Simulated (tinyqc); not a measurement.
Two branches across an indirect gap: complex band structure along [001] in sp3s* tight binding.

For k = (0, 0, kz) the phase sums are g0 = cos(phi) and g3 = i sin(phi), phi = kz a/4, and the s, pz, s* orbitals of anion (a) and cation (c) decouple from px, py. With z = exp(i phi), H(z) = H0 + z T + T^T/z for any complex z. H0 is diagonal (Esa, Epa, Exa, Esc, Epc, Exc). The anion-cation block is B(z) = z U + W/z and the cation-anion block z W^T + U^T/z, where U has Vss/2 (s,s), Vsapc/2 (s,z), -Vscpa/2 (z,s), Vxx/2 (z,z), Vxapc/2 (s*,z), -Vpaxc/2 (z,s*), and W has the same values with the s-z and s*-z signs reversed. |z| = 1 is a band state, |z| < 1 decays along [001] as exp(-kappa d) over a distance d, kappa = -(4/a) ln|z|. No spin-orbit coupling.

Inputs chosen for the exercise (out of a larger set: near a published set for Si, fitted to gaps, whose masses and valley positions are rough (light masses up to twice too heavy); not measured data):

| symbol | value | unit | meaning |
|---|---|---|---|
| p | (-4.182, 1.73, -4.182, 1.73, 6.749, 6.749, -8.39, 1.705, 4.589, 5.709, 5.709, 5.38, 5.38) | eV | order Esa, Epa, Esc, Epc, Exa, Exc, Vss, Vxx, Vxy, Vsapc, Vscpa, Vxapc, Vpaxc |
| a | 5.429 | angstrom | lattice constant |
| Eg | 1.158 | eV | top of the energy range, the indirect gap |

Ev = 0.02500 eV

The smallest kappa with Re kz = 0 and the smallest with Re kz > 0, at energies E from Ev; a dash: no such root.

Decay constants:

| E/Eg | E (eV) | kappa at Gamma (1/angstrom) | kappa off Gamma (1/angstrom) | its Re kz (2 pi/a) |
|---|---|---|---|---|
| 0.05 | 0.0579 | 0.0526 | 0.4397 | 0.723 |
| 0.20 | 0.2316 | 0.1034 | 0.4063 | 0.724 |
| 0.35 | 0.4053 | 0.1344 | 0.3688 | 0.726 |
| 0.50 | 0.5790 | 0.1577 | 0.3258 | 0.727 |
| 0.65 | 0.7527 | 0.1764 | 0.2746 | 0.728 |
| 0.80 | 0.9264 | 0.1919 | 0.2091 | 0.729 |
| 0.90 | 1.0422 | 0.2008 | 0.1486 | 0.730 |
| 0.97 | 1.1233 | 0.2064 | 0.0814 | 0.731 |

The branch from the valence band at Gamma decays more slowly below E/Eg of about 0.82, and the branch from the conduction valley above. The two differ in Re kz, so passing from one to the other needs kz from an abrupt interface, a steep field, a phonon or a defect. Valleys off the [001] axis, such as L, are not seen on these branches.

(tinyqc, `OMP_NUM_THREADS=1 python tinyqc.py 1481277 1481278 out.jsonl`, Intel(R) Xeon(R) Processor @ 2.30GHz, 1 thread, shared host, about 0.01 s.)
